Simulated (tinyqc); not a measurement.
Inside a calculation: alloy A(1-x)B(x) by interpolation with bowing. Values are carried at full precision from step to step, so a last printed digit may differ when a step is redone from the rounded ones.

Each gap follows E(x) = (1 - x) E_A + x E_B - C x (1 - x); the lattice constant follows Vegard, a(x) = (1 - x) a_A + x a_B.

Constants: hc = 1239.841984 eV nm; kB = 8.617333262e-05 eV/K.

Values chosen for the exercise (A near GaP, B near InP; the results hold for these values, not for the real material): a = (5.453, 5.87) angstrom (lattice constant of A, B); x = 0.27 (fraction of B); Eg = (2.906, 1.423) eV (gap at Gamma to the s-like level of A, B); EgX = (2.331, 2.384) eV (gap to the lowest valley along Gamma-X of A, B); EgL = (2.706, 2.012) eV (gap to L of A, B); C = (0.722, 0.209, 1.226) eV (bowing of the Gamma, X and L gaps); Dso = (0.08, 0.108) eV (spin-orbit splitting of A, B); Ep = (31.5, 21) eV (Kane energy of A, B); me = (0.1285, 0.0796) m0 (electron mass at Gamma of A, B); Cs = 0 eV (bowing of Dso); md = (0.1072, 0.95, 0.65) m0 (density-of-states masses of Gamma, all X and all L valleys); T = 300 K (temperature).

## Gaps and lattice constant at x

Also give the wavelength hc/E of the lowest gap.

a(x) = 5.5656 angstrom

linear parts (eV): Gamma 2.5056, X 2.3453, L 2.5186

bowing terms C x (1 - x) (eV): Gamma 0.1423, X 0.0412, L 0.2416

gaps (eV): Gamma 2.3633, X 2.3041, L 2.2770

wavelength of the lowest gap = 544.5 nm

The lowest valley is L, so the gap is indirect; the next, X, lies 27 meV higher, whereas the linear parts alone would put X lowest.

## Where the valleys cross

The difference of two gaps is a quadratic q2 x^2 + q1 x + q0 with q2 = C_i - C_j, q1 = (E_B - E_A - C)_i - (E_B - E_A - C)_j, q0 = E_A,i - E_A,j; give its roots between 0 and 1 (a dash: none).

Crossings:
```
pair         q2      q1      q0  first root  second root
Gamma-X   0.513  -2.049   0.575      0.3037            -
Gamma-L  -0.504  -0.285   0.200      0.4077            -
X-L      -1.017   1.764  -0.375      0.2481            -
```

The lowest valley changes at x = 0.248 (X to L, gap 2.305 eV) and x = 0.408 (L to Gamma, gap 2.127 eV). The other crossings lie above the lowest valley.

## Electron mass of the alloy

Mass at Gamma from the Kane formula 1/m = F + Ep (Eg + 2 Dso/3)/(Eg (Eg + Dso)). F is fixed by the masses of A and B and interpolated linearly, as is Ep; Eg and Dso carry their bowing.

Compare with the linear interpolation of the masses.

F of A, B: [-2.9607, -1.8477]

Ep, Eg, Dso at x (eV): [28.6650, 2.3633, 0.0876]

m(x) from the Kane formula = 0.1072 m0
m(x) linear = 0.1153 m0

The Kane value lies 7.0 % below the linear one. The Gamma valley is not the lowest at this x.

## Shares of the electrons in the valleys

Non-degenerate: n_i proportional to md_i^(3/2) exp(-E_i/kT).

md^(3/2): Gamma 0.0351, X 0.9259, L 0.5240

(E - E_min)/kT: Gamma 3.34, X 1.05, L 0.00

shares: Gamma 0.001, X 0.382, L 0.617

L holds most electrons (61.7 %).

## Checks

- The Gamma and X gaps at their crossing x = 0.3037 (eV): both 2.3029.
- The Gamma and L gaps at their crossing x = 0.4077 (eV): both 2.1270.
- The X and L gaps at their crossing x = 0.2481 (eV): both 2.3052.

Computed by tinyqc, a small Python program: `OMP_NUM_THREADS=1 python tinyqc.py 1080744 1080745 out.jsonl` (the numbers bound the seed that draws the inputs); one thread of a shared host (Intel(R) Xeon(R) Processor @ 2.30GHz), about 0.01 s for the whole set of steps.
